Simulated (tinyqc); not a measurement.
Inside a calculation: smearing for a one-band metal on the square lattice. Values are carried at full precision from step to step, so a last printed digit may differ when a step is redone from the rounded ones.

Lattice vectors (units of a): a1 = (1, 0), a2 = (0, 1). E(k) = -t A_1(k) - t2 A_2(k), A_m the sum of cos(k . R) over the 4 nearest and 4 second lattice vectors. Mesh k = sum (j_i/N) b_i, j_i = 0 .. N-1.

Parameters, chosen for this exercise: t = 0.85 eV (nearest hopping); t2 = -0.19 eV (second hopping); N = 8 (unshifted mesh); ne = 0.47 (electrons per cell); sigma = 0.255 eV (width).

## Levels on the mesh

Evaluate the band and collect equal energies with their counts.

Distinct levels:
```
E_k (eV)  points
-2.6400        1
-2.3647        4
-2.0242        4
-1.7000        4
-1.2021        8
-1.0353        4
-0.7600        2
-0.3800        8
-0.0395        4
0.0000         4
1.2021         8
1.7000         4
2.7842         4
3.4395         4
4.1600         1
```

15 distinct levels; the mean spacing is 0.486 eV.

## Fermi level with cold (Marzari-Vanderbilt) smearing

With x = (E_k - mu)/sigma: cold (Marzari-Vanderbilt) with y = x + 1/sqrt(2), f = erfc(y)/2 + exp(-y^2)/sqrt(2 pi), s = y exp(-y^2)/sqrt(2 pi). With weights w = points/N^d (d the dimension), mu solves 2 sum w f = ne; E = 2 sum w f E_k, S = 2 sum w s, F = E - sigma S.

Weights w = points/total. Bisection from the lowest and highest level; ten steps are shown.

Bisection:
```
step  low (eV)  high (eV)  mu (eV)  electrons
1      -2.6400     4.1600   0.7600     1.3444
2      -2.6400     0.7600  -0.9400     0.7545
3      -2.6400    -0.9400  -1.7900     0.3085
4      -1.7900    -0.9400  -1.3650     0.4419
5      -1.3650    -0.9400  -1.1525     0.5644
6      -1.3650    -1.1525  -1.2588     0.4860
7      -1.3650    -1.2588  -1.3119     0.4603
8      -1.3119    -1.2588  -1.2853     0.4721
9      -1.3119    -1.2853  -1.2986     0.4659
10     -1.2986    -1.2853  -1.2920     0.4690
```

## Occupations and energies

Converge mu, then list x, f and s of each level and form the sums.

mu = -1.2897 eV

x, f and s of each level:
```
E_k (eV)      x       f        s
-2.6400   -5.30  1.0000   0.0000
-2.3647   -4.22  1.0000   0.0000
-2.0242   -2.88  1.0025  -0.0077
-1.7000   -1.61  1.0758  -0.1595
-1.2021    0.34  0.2009   0.1390
-1.0353    1.00  0.0298   0.0372
-0.7600    2.08  0.0002   0.0005
-0.3800    3.57  0.0000   0.0000
-0.0395    4.90  0.0000   0.0000
0.0000     5.06  0.0000   0.0000
1.2021     9.77  0.0000   0.0000
1.7000    11.72  0.0000   0.0000
2.7842    15.98  0.0000   0.0000
3.4395    18.55  0.0000   0.0000
4.1600    21.37  0.0000   0.0000
```

E = -0.9246 eV
S = 0.0185
F = -0.9293 eV
(E + F)/2 = -0.9269 eV

Levels with f between 0.001 and 0.999: 2. f leaves the range 0 to 1: it runs from 0.0000 to 1.0758. For this scheme F itself has no term in sigma^2, so F is the estimate of the energy at zero width. That argument needs a smooth density of states, and the number of distinct levels within 2 sigma of mu is only 3, so it may fail on this mesh.

## Checks

- The slope dF/d sigma by finite differences against -S: both -0.018519.
- The slope dF/d ne by finite differences against mu (eV): both -1.2897.

tinyqc: `OMP_NUM_THREADS=1 python tinyqc.py 1682163 1682164 out.jsonl`; about 0.08 s, one thread, shared Intel(R) Xeon(R) Processor @ 2.30GHz.
